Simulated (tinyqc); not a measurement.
On-chip interconnect, size-dependent resistivity and RC delay: two metals against line width.

A rectangular line between two neighbours and two ground planes. Surface and grain-boundary scattering are added to the bulk resistivity as corrections; capacitances are parallel-plate values without fringing; inductance is ignored.

Metal width x = wd - 2 tl, height y = AR wd - tl; grain boundaries (Mayadas-Shatzkes): al = (lam/(gr x)) Rg/(1 - Rg), g = 1/[1 - 3 al/2 + 3 al^2 - 3 al^3 ln(1 + 1/al)] - 1; surfaces (Fuchs-Sondheimer, thick limit): s = (3/8) lam (1 - ps)(1/x + 1/y); rho = rho0 (1 + g + s); r = rho/(x y). The second metal has rho2, lam2 and tl2 in place of rho0, lam and tl; ps, Rg, gr and AR are shared.

Parameters, values chosen for the exercise; metal values close to those of copper:

| symbol | value | unit | meaning |
|---|---|---|---|
| rho0 | 1.67 | uohm cm | bulk resistivity |
| lam | 40.1 | nm | bulk mean free path |
| ps | 0 |  | specular share of surface scattering |
| Rg | 0.47 |  | reflection coefficient of grain boundaries |
| gr | 0.7 |  | grain size over the metal width |
| AR | 2 |  | aspect ratio, height over width |
| tl | 1.8 | nm | liner on both walls and the bottom, not conducting |
| sp | 11 | nm | space to the neighbouring lines |
| hd | 19 | nm | dielectric height to the planes above and below |
| ek | 3 |  | relative permittivity of the dielectric |
| Mf | 1 |  | Miller factor of the neighbours |
| rho2 | 4.82 | uohm cm | bulk resistivity of the second metal (close to rhodium) |
| lam2 | 6.83 | nm | mean free path of the second metal |
| tl2 | 0 | nm | liner of the second metal |

Constants: eps0 = 8.8541878128e-12 F/m. Results are converted to the units shown.

Two metals against line width:

| wd (nm) | rho, first (uohm cm) | rho, second (uohm cm) | r, first (ohm/um) | r, second (ohm/um) | ratio second/first |
|---|---|---|---|---|---|
| 6.5 | 51.685 | 16.457 | 15913 | 1947.5 | 0.12239 |
| 8 | 34.961 | 14.305 | 5595.5 | 1117.6 | 0.19973 |
| 10 | 24.752 | 12.437 | 2125.0 | 621.84 | 0.29262 |
| 13 | 17.514 | 10.707 | 769.93 | 316.78 | 0.41144 |
| 17 | 12.863 | 9.3453 | 298.12 | 161.68 | 0.54234 |
| 22 | 9.8713 | 8.3349 | 127.13 | 86.104 | 0.67730 |
| 30 | 7.4253 | 7.4137 | 48.327 | 41.187 | 0.85226 |
| 45 | 5.3725 | 6.5628 | 14.713 | 16.204 | 1.1013 |
| 70 | 4.0012 | 5.9490 | 4.3602 | 6.0705 | 1.3922 |
| 120 | 3.0161 | 5.4838 | 1.0878 | 1.9041 | 1.7504 |

Read the table: what changes, and by how much?

The resistivity of the first metal falls from 51.7 to 3.02 uohm cm and that of the second goes from 16.5 to 5.48 uohm cm as the line widens. The products rho0 lam, which set the size effect, are 67.0 and 32.9 uohm cm nm. The two resistances cross at wd = 38.3 nm: below it the second metal gives the lower line resistance. For widths well under the mean free path the thick-limit surface term is only a guide.

Range of the model: The metal width is under the mean free path, where the thick-limit surface term and the simple sum of corrections lose accuracy.

Program tinyqc, `OMP_NUM_THREADS=1 python tinyqc.py 2100016 2100017 out.jsonl`; Intel Xeon 2.30GHz, shared host, one thread, about 0.01 s.
